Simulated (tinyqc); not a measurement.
## Diffusion length from constant photovoltage

Question. In a thick sample with a thin depletion layer the excess density at its edge goes as flux/(1/alpha + L), so the flux needed for a fixed surface photovoltage is proportional to 1/alpha + L. Find L.

photon flux for the same photovoltage at absorption coefficients 84 and 540 1/cm (relative units): 148.04762  47.518519

Answer. The line of flux against 1/alpha meets zero at -L.

slope against 1/alpha = 1.000 1/um
L = 29.00 um

tinyqc, about 0.01 s, one thread, Intel Xeon 2.30GHz (shared host): `OMP_NUM_THREADS=1 python tinyqc.py 2430026 2430027 out.jsonl`
